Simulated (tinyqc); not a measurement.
# Spin coating of a resist or spin-on film: centrifugal thinning, evaporation and the final thickness (Emslie and Meyerhofer models), step by step

A worked calculation. Computed by tinyqc, a small Python program that keeps every step. Command: `OMP_NUM_THREADS=1 python tinyqc.py 3111390 3111391 out.jsonl spincoat walk`. One thread of a shared host (Intel(R) Xeon(R) Processor @ 2.30GHz), about 0.08 s of CPU time with the checks. Intermediate numbers are printed to about 5 digits and carried at full precision; extremes and crossings named in words are read from the listed rows.

A Newtonian film stays uniform over the wafer; solvent and solids have the same density and the concentration is uniform through the thickness.

Inputs (values chosen for the exercise, of the order of those of a polymer resist in an ester solvent): solids volume fraction c0 = 0.31; kinematic viscosity of the solvent nu_s = 0.97 mm^2/s; viscosity constant k = 3200 mm^2/s; viscosity exponent gamma = 2.8; spin speed f = 3000 rpm; evaporation rate at 1000 rpm e0 = 0.076 micrometre/s; starting thickness h0 = 700 micrometre; time t = 0.51 s; wafer radius R = 50 mm; shrinkage in the bake = 12 %.

## Rates

omega = 2 pi f/60; nu(c) = nu_s + k c^gamma; evaporation rate e = e0 sqrt(f/1000 rpm). Flow constant K = 2 omega^2/(3 nu(c0)); Reynolds number of the air omega R^2/nu_air with nu_air = 15 mm^2/s.

omega = 314.16 1/s

nu(c0) = 121.46 mm^2/s

evaporation rate e = 0.13164 micrometre/s

flow constant K = 5.4171e-04 1/(micrometre^2 s)

Reynolds number of the air = 52360

## Thinning without evaporation

dh/dt = -K h^3 gives h = h0/sqrt(1 + 2 K h0^2 t); for long times h = 1/sqrt(2 K t).

h(t) without evaporation = 42.464 micrometre

long-time form = 42.542 micrometre

time 1/(2 K h0^2) = 0.0018837 s

The long-time form is within 0.18 %: the starting thickness is forgotten.

## The two-stage estimate

Meyerhofer estimate: flow rules until (1 - c0) K h^3 = e, then evaporation alone: h_w = (e/((1 - c0) K))^(1/3), dry film c0 h_w.

wet thickness h_w = 7.0619 micrometre

dry film, estimate = 2189.2 nm

drying time (1 - c0) h_w/e = 37.017 s

## First explicit step of the full model

Solids s and liquid l per area start at s = c0 h0, l = (1 - c0) h0. With h = h0 and c = c0: Q = K h^3, K = 2 omega^2/(3 nu); one Euler step of length dt = 0.01 h0/Q for s and l, ds/dt = -c Q, dl/dt = -(1 - c) Q - e.

Q = 1.8581e+05 micrometre/s

dt = 3.7674e-05 s

s = 214.83 micrometre

l = 478.17 micrometre

Q/e at the start = 1.4115e+06

## The full model

Full model for solids s and liquid l per area, h = s + l, c = s/h: ds/dt = -c Q, dl/dt = -(1 - c) Q - e, Q = 2 omega^2 h^3/(3 nu(c)); integrated adaptively (relative tolerance 1e-9) until l = 0. Dry film = s at l = 0, before the bake; film after the bake = s x (1 - shrinkage).

time to dry = 47.597 s

dry film = 2408.7 nm

film after the bake = 2119.7 nm

## Course in time

Times are fractions of the time to dry.

History:
```
fraction   t (s)  h (micrometre)        c  nu (mm^2/s)         Q/e  s (nm)
0.003      0.143          79.874  0.31005        121.5  2.0961e+03   24765
0.010      0.476          43.948  0.31030        121.8  3.4838e+02   13637
0.030      1.428          25.402  0.31153        123.1  6.6532e+01    7914
0.100      4.760          13.898  0.31945        132.0  1.0162e+01    4440
0.200      9.519           9.772  0.33755        153.9  3.0308e+00    3299
0.350     16.659           7.230  0.37812        211.1  8.9472e-01    2734
0.500     23.798           5.776  0.43762        317.4  3.0357e-01    2528
0.700     33.318           4.327  0.56246        639.8  6.3292e-02    2434
0.900     42.837           3.038  0.79365       1676.3  8.3624e-03    2411
```

Q/e drops below 1 between t = 9.5 and 17 s, when c has risen from 0.31 to about 0.378; after that row the solids fall by a further 12 %. The full model gives 1.10 times the two-stage estimate.

## Spin curve

The formulas are those given above.

Dry film against speed:
```
f (rpm)  full model (nm)  estimate (nm)  time to dry (s)
500               5900.1         5362.4           285.52
1000              4172.0         3791.8           142.78
1500              3406.4         3096.0            95.19
2000              2950.1         2681.2            71.39
3000              2408.7         2189.2            47.60
4000              2086.0         1895.9            35.70
6000              1703.2         1548.0            23.80
```

The full thickness goes as f^-0.500; the estimate as (e/omega^2)^(1/3) = f^(-1/2). The time to dry goes as f^-1.00. A thickness window of 1 % allows a speed error of about 2 %.

Checks made by the program: constant-viscosity run against c0 h0 exp(-int K h^2 dt) (relative difference 1e-05).
